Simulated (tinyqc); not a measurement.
Resistance of a tapered via with liner, size effect and interface: one step of the calculation.

A round via whose diameter grows from db at the bottom as D(z) = db + 2 z/tan(ang). The fill, of diameter D - 2 tl, starts above the bottom liner (thickness fb tl) and has rho = rho0 (1 + ks lam/(D - 2 tl)); the sidewall liner conducts in parallel with it. The bottom liner and the interface are crossed over the full area pi db^2/4. Spreading in the lines above and below is left out.

Problem. Slices of the via. Slices between z0 = fb tl and hv, evaluated at their midpoints: conductance per length pi/4 [(D - 2 tl)^2/rho + (D^2 - (D - 2 tl)^2)/rl], slice resistance = slice height over that. 8 slices.

Values chosen for this exercise; fill metal close to molybdenum:
```
symbol  value     unit                                        meaning
db         27       nm                         diameter at the bottom
hv         62       nm                                         height
ang        88  degrees                                 sidewall angle
rho0     5.18  uohm cm                   bulk resistivity of the fill
lam      11.2       nm                     mean free path of the fill
ks        0.7                                      size-effect factor
tl        0.1       nm                          liner on the sidewall
fb        0.5           liner at the bottom over that on the sidewall
rl        340  uohm cm                       resistivity of the liner
```

Wanted: z; D; rho; slice resistance.

Solution.

z, slice 0 to 7 (nm): [3.922, 11.67, 19.41, 27.15, 34.90, 42.64, 50.38, 58.13]
D, slice 0 to 7 (nm): [27.27, 27.81, 28.36, 28.90, 29.44, 29.98, 30.52, 31.06]
rho, slice 0 to 7 (uohm cm): [6.680, 6.651, 6.622, 6.595, 6.569, 6.544, 6.519, 6.496]
slice resistance, slice 0 to 7 (ohm): [0.8983, 0.8596, 0.8234, 0.7894, 0.7575, 0.7274, 0.6991, 0.6724]

Numbers from tinyqc (`OMP_NUM_THREADS=1 python tinyqc.py 2750191 2750192 out.jsonl`; about 0.03 s on one thread of a shared Intel Xeon 2.30GHz).
